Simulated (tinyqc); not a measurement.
# Thin film between two gates, subbands and threshold shift from confinement: what changes with what

Undoped body with a flat potential across it, hard walls, transport along x. One isotropic valley (g = 1, mx = my = mz = me). Non-parabolicity enters the subband edges through E (1 + al E) = gamma, so E = 2 gamma/(1 + sqrt(1 + 4 al gamma)); motion within a subband is taken as parabolic with the band-edge mass. Energies are counted from the bulk band edge.

Values chosen for this exercise; masses close to those of InAs:
```
symbol   value     unit                                                meaning
T          300        K                                            temperature
me      0.0232       m0                                  mass at the band edge
al         2.5     1/eV                                       non-parabolicity
t          4.4       nm                               film thickness (along z)
dl         0.2       nm  widening of the box by penetration into the insulator
Cg         2.2  uF/cm^2                 gate capacitance per area of interface
```

Constants: q = 1.602176634e-19 C, kB = 1.380649e-23 J/K, hbar = 1.054571817e-34 J s, m0 = 9.1093837015e-31 kg, Vt = kB T/q, hbar^2/(2 m0) = 0.0380998212 eV nm^2. Results are converted to the units shown.

Each table varies one quantity; the others keep the values above.

## Confinement against the film thickness

gamma = C (pi k/(t + dl))^2/mz, C = hbar^2/(2 m0). Each subband has N_k = g sqrt(mx my) m0 kB T/(pi hbar^2); without degeneracy n = exp(EF/Vt) sum N_k exp(-E_k/Vt). Classical value Nc times t, Nc = sum over valleys of 2 g (m m0 kB T/(2 pi hbar^2))^1.5 with m = (mx my mz)^(1/3). Threshold shift dVT = Vt ln(classical value/sum N_k exp(-E_k/Vt)). With degeneracy n = sum N_k F((EF - E_k)/Vt), F(x) = ln(1 + exp(x)); gate: Vg = EF + q n/(Cg P), P = 2 (both faces), summed over the 60 lowest subbands at most, with Vg counted from the value that would put EF at the bulk band edge of an empty body. The last two columns are for Vg = 0.6 V; sensitivity d(dVT)/dt by central differences between 0.99 and 1.01 times the value.

Result of one run:
```
t (nm),E_1 (meV),gap to the next edge (meV),dVT (mV),sensitivity (mV/nm),n/P (cm^-2),share of the lowest subband (%)
3.8,467.2,621.5,415.4,-145.0,4.776e11,100.0
```

What becomes of these results when the film thickness (along z) t is changed from 3.8 to 9.8 nm, all else the same?

Result of the changed run:
```
t (nm),E_1 (meV),gap to the next edge (meV),dVT (mV),sensitivity (mV/nm),n/P (cm^-2),share of the lowest subband (%)
9.8,123.8,223.3,96.40,-17.39,2.073e12,76.03
```

The whole series:
```
t (nm),E_1 (meV),gap to the next edge (meV),dVT (mV),sensitivity (mV/nm),n/P (cm^-2),share of the lowest subband (%)
3,620.4,783.5,562.5,-232.6,4.237e10,100.0
3.8,467.2,621.5,415.4,-145.0,4.776e11,100.0
4.8,347.1,490.8,301.3,-89.42,9.058e11,100.0
6.1,250.9,381.8,211.3,-53.27,1.251e12,99.92
7.7,179.3,295.6,145.7,-31.31,1.589e12,92.98
9.8,123.8,223.3,96.40,-17.39,2.073e12,76.03
12,89.07,173.8,66.90,-10.22,2.427e12,66.73
16,54.37,118.2,39.40,-4.487,2.975e12,53.59
20,36.41,85.39,26.53,-2.272,3.386e12,45.36
```

As t grows from 3 to 20 nm, E_1 falls from 620 to 36.4 meV and dVT falls from 562 to 26.5 mV. E_1 goes as t^(-1.20) at the thin end (-2 for a parabolic band without penetration); a thickness error of 0.2 nm moves the threshold by 47 mV in the first row and 0.45 mV in the last. The charge per interface area rises from 4.24e10 to 3.39e12 cm^-2. For t = 9.8, 12, 16, 20 the charge in the last two columns would bend the potential across the body noticeably, which is left out.

## Charge and subband filling against gate voltage

Same model as above.

Each subband has N_k = g sqrt(mx my) m0 kB T/(pi hbar^2). Cq = q dn/dEF.

Charge and subband filling against gate voltage:
```
Vg (V),EF - E_1 (eV),n (cm^-2),n/P (cm^-2),share of the lowest subband (%),Cq/(Cg P),total C/(Cg P)
0.24,-0.1486,7.983e8,3.991e8,100.0,0.001123,0.001121
0.36,-0.03096,6.611e10,3.305e10,100.0,0.08184,0.07565
0.49,0.07462,7.368e11,3.684e11,100.0,0.3343,0.2505
0.61,0.1637,1.587e12,7.933e11,100.0,0.3523,0.2605
0.74,0.2598,2.518e12,1.259e12,100.0,0.3529,0.2608
0.86,0.3485,3.377e12,1.689e12,99.99,0.3531,0.2610
0.99,0.4444,4.314e12,2.157e12,99.84,0.3626,0.2661
1.11,0.5294,5.273e12,2.637e12,97.31,0.5056,0.3358
1.24,0.6098,6.636e12,3.318e12,89.07,0.6863,0.4070
```

EF passes E_1 = 0.389 eV at Vg = 0.395 V. The share of the lowest subband falls from 100 to 89.1 % and the total capacitance rises from 0.00112 to 0.407 of Cg P. In the last row 62 % of an added gate voltage goes into raising EF (from the last two rows).

Range of the model: Non-parabolicity also makes carriers heavier within each subband, which is left out, so densities of states are understated at high energy.

Program tinyqc, `OMP_NUM_THREADS=1 python tinyqc.py 2350028 2350029 out.jsonl`; Intel Xeon 2.30GHz, shared host, one thread, about 0.02 s.
